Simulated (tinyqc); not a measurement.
Changing the carrier density n: mobility of a non-polar semiconductor in the relaxation-time approximation. Computed by tinyqc, a small Python program. Command: `OMP_NUM_THREADS=1 python tinyqc.py 3025731 3025732 out.jsonl rta sweep`. One thread of a shared host (Intel(R) Xeon(R) Processor @ 2.30GHz), about 0.04 s of CPU time with the checks.

Each valley is treated as a sphere of mass m_d for states and rates, with one isotropic relaxation time; the conductivity mass m_c sets the current.

Inputs (values chosen for the exercise, modelled on electrons in diamond):

| quantity | value | unit |
|---|---|---|
| longitudinal mass m_l | 1.48 | m_0 |
| transverse mass m_t | 0.279 | m_0 |
| equivalent valleys Z | 6 | - |
| static permittivity eps_s | 5.7 | - |
| density rho | 3515 | kg/m^3 |
| sound velocity v_l | 18100 | m/s |
| acoustic deformation potential D_A | 8.2 | eV |
| phonon energy hbar w | 137 | meV |
| optical or intervalley deformation potential D_o | 7.5 | 1e8 eV/cm |
| final valleys Z_f | 5 | - |
| compensation ratio C | 0.44 | - |
| temperature T | 500 | K |
| alloy fraction x | 0.39 | - |
| alloy potential U | 0.7 | eV |
| lattice constant a | 3.57 | angstrom |

Band: parabolic. Impurity formula: Brooks-Herring. Further scattering: alloy.

Constants: k_B = 8.617333262e-05 eV/K; m_0 = 9.1093837015e-31 kg; e = 1.602176634e-19 C; hbar = 1.054571817e-34 J s; eps_0 = 8.8541878128e-12 F/m; k_B = 1.380649e-23 J/K; hbar = 6.582119569e-16 eV s.

Method:
- m_d = (m_l m_t^2)^(1/3); 1/m_c = (1/m_l + 2/m_t)/3; Hall mass factor A = 3 K_m (K_m + 2)/(2 K_m + 1)^2, K_m = m_l/m_t; N_I = n (1 + C)/(1 - C).
- Parabolic band: E = hbar^2 k^2/(2 m), speed v = hbar k/m, states per spin, volume and energy g(E) = m k/(2 pi^2 hbar^2). Here m = m_d. Masses are multiplied by m_0 and all formulas are in SI units.
- The reduced Fermi level eta = E_F/(k_B T) solves n = 2 Z int g f dE with f = 1/(1 + exp(x - eta)) (Z = 1 unless valleys are given); screening length L_s = sqrt(eps_s eps_0 k_B T/(e^2 dn/deta)), dn/deta = 2 Z int g f (1 - f) dE.
- Integrals over x = E/(k_B T) use 160 Gauss-Legendre points in u = sqrt(x) from 0 to sqrt(max(eta, 0) + 32).
- Phonon occupation N_q = 1/(exp(hbar w/(k_B T)) - 1).
- Acoustic deformation potential (elastic, equipartition, absorption and emission together): 1/tau = 2 pi k_B T D_A^2 g(E)/(hbar rho v_l^2).
- Optical or intervalley deformation potential: 1/tau = (pi Z_f D_o^2/(rho w)) [N_q g(E + hbar w) + (N_q + 1) g(E - hbar w)], with g = 0 below the band edge.
- Each optical term is multiplied by (1 - f(E'))/(1 - f(E)), E' the final energy, for Pauli blocking.
- Singly charged impurities, momentum relaxation: 1/tau = N_I e^4 m (1 + 2 alpha E) Phi/(8 pi (eps_s eps_0)^2 hbar^3 k^3), with alpha = 0 for a parabolic band.
- Brooks-Herring: Phi = ln(1 + b) - b/(1 + b), b = 4 k^2 L_s^2.
- Alloy disorder: 1/tau = (2 pi/hbar) Omega x (1 - x) U^2 g(E), Omega = a^3/4 (other conventions for Omega rescale U).
- mu = (m_d/m_c) (2 Z e/(3 n k_B T)) int g v^2 tau f (1 - f) dE.
- Averages over x are split at the emission threshold x_0 = hbar w/(k_B T): 64 Gauss-Legendre points in sqrt(x) below it and 128 in sqrt(x - x_0) above it, up to x = max(eta, 0) + 32.
- Rates are added at each energy before the average. With <y> = int g v^2 y f (1 - f) dE: Hall factor r_H = A (3 n k_B T/(2 Z m_d)) <tau^2/(1 + 2 alpha E)>/<tau>^2 (alpha = 0 for a parabolic band); Hall mobility r_H mu; |S| = (k_B/e) (<x tau>/<tau> - eta); resistivity 1/(n e mu).
- Matthiessen's rule adds 1/mu of the separate processes.

One run for each value:

| carrier density n (1/cm^3) | drift mobility mu (cm^2/(V s)) | resistivity (ohm cm) | Seebeck coefficient \|S\| (microvolt/K) | reduced Fermi level eta | Hall factor r_H | excess of Matthiessen's rule over the full mu (%) |
|---|---|---|---|---|---|---|
| 1.00e+14 | 741.71 | 8.4150e+01 | 1360.5 | -13.910 | 1.0308 | 5.850 |
| 4.60e+14 | 724.29 | 1.8733e+01 | 1231.5 | -12.384 | 1.0057 | 8.003 |
| 2.20e+15 | 678.23 | 4.1830e+00 | 1102.9 | -10.819 | 0.9688 | 13.634 |
| 1.00e+16 | 584.85 | 1.0672e+00 | 984.4 | -9.305 | 0.9349 | 24.870 |
| 4.60e+16 | 435.25 | 3.1174e-01 | 872.5 | -7.779 | 0.9219 | 40.476 |
| 2.20e+17 | 262.77 | 1.0797e-01 | 764.7 | -6.214 | 0.9402 | 46.350 |
| 1.00e+18 | 136.34 | 4.5778e-02 | 660.8 | -4.697 | 0.9864 | 33.100 |
| 4.60e+18 | 67.87 | 1.9992e-02 | 543.8 | -3.159 | 1.0184 | 16.395 |
| 2.20e+19 | 41.68 | 6.8065e-03 | 396.3 | -1.539 | 0.9413 | 6.410 |
| 1.00e+20 | 38.88 | 1.6055e-03 | 239.1 | 0.223 | 0.8692 | 2.454 |

Over the rows, drift mobility mu (cm^2/(V s)) falls from 742 to 38.9 (exponent d ln y / d ln x -0.016 between the first rows and -0.046 between the last); resistivity (ohm cm) falls from 84.2 to 0.00161 (exponent d ln y / d ln x between -0.98 and -0.54); Seebeck coefficient |S| (microvolt/K) falls from 1360 to 239 (exponent d ln y / d ln x -0.065 between the first rows and -0.33 between the last). At the low end the exponent of resistivity is -0.98, close to -1: the mobility is nearly constant there, so the resistivity follows 1/n. The mobility has fallen to half its first value between 4.60e16 and 2.20e17 per cm^3. The Fermi level enters the band between 2.20e19 and 1.00e20 per cm^3. While the gas is classical |S| falls by k_B/e ln 10 = 198 microvolt/K per decade if the scattering stays the same; between the first two rows it falls by 195 per decade. The Hall factor peaks at 1.03.

Caution (all rows): diamond forms no such random alloy, so the alloy term is a formal exercise. Caution (all rows): n is taken as given; at low temperature (in diamond even at 300 K) real dopants can freeze out, which changes n and N_I. Caution (rows 4.60e18, 2.20e19, 1.00e20): above a few 1e18 per cm^3 the Born approximation, static screening and an unperturbed band are rough; measured mobilities are usually lower.

Extremes, crossings and ranges named in words are read from the listed rows.
